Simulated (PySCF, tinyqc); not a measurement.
CISD on RHF in the 6-311g basis, for H2, spin multiplicity 1, step by step (part 2 of 2). The lowest restricted solution is unstable here: a spin-polarised one lies 0.0002 hartree lower (PySCF). Computed by tinyqc, a small Python program that keeps every step (integrals from PySCF). Command: `OMP_NUM_THREADS=1 python tinyqc.py 25330 25331 out.jsonl` (the two numbers bound the seeds that draw the settings). One thread of a shared host (Intel(R) Xeon(R) Processor @ 2.60GHz), about 0.08 s of CPU time with the checks.

Geometry (angstrom):
```
atom         x         y         z
H     0.000000  0.000000  0.000000
H     0.000000  0.000000  1.209000
```

## CISD: roots

Occupation strings over the orbitals (2 doubly, a alpha, b beta, 0 empty; spin orbitals ordered 1a 1b 2a 2b ...): 200000 a0b000 a0000b b0a000 b0000a 020000 0a0b00 0a00b0 002000 00a00b 0b0a00 000200 000ab0 0b00a0 000ba0 000020 00b00a 000002

Given earlier and not repeated: H - E(HF) between determinants.

Diagonalise (each vector has its largest component positive (the first on a tie)); all determinants have Ms = 0, so triplets appear too. The lowest singlet root is the correlation energy.

lowest roots of this matrix, relative to E(HF) (hartree): -0.041284  0.477531  0.532462  0.615377  0.913170  1.067909  1.180030  1.429000

lowest vectors:
```
           root 1     root 2     root 3     root 4
200000   0.974491   0.000000   0.111978   0.157593
a0b000  -0.019183   0.702455   0.628281  -0.258348
a0000b  -0.008708   0.026005   0.018135   0.010559
b0a000   0.019183   0.702455  -0.628281   0.258348
b0000a   0.008708   0.026005  -0.018135  -0.010559
020000  -0.160371   0.000000   0.301195   0.886511
0a0b00   0.094048  -0.074269  -0.183903  -0.145696
0a00b0   0.013321  -0.010099  -0.026975  -0.014177
002000  -0.033994   0.000000  -0.163066   0.023003
00a00b  -0.006702   0.015795  -0.013171  -0.006181
0b0a00  -0.094048  -0.074269   0.183903   0.145696
000200  -0.063596   0.000000   0.100485  -0.104177
000ab0  -0.012651   0.003692   0.015303  -0.021341
0b00a0  -0.013321  -0.010099   0.026975   0.014177
000ba0   0.012651   0.003692  -0.015303   0.021341
000020  -0.007573   0.000000   0.003071  -0.013548
00b00a   0.006702   0.015795   0.013171   0.006181
000002  -0.006979   0.000000   0.001144  -0.011974
```

<S^2> of these roots: 0.000000  2.000000  0.000000  0.000000  2.000000  0.000000  0.000000  0.000000

weight of the ground state by excitation level 0, 1, 2, ...: 0.949633  0.000888  0.049480
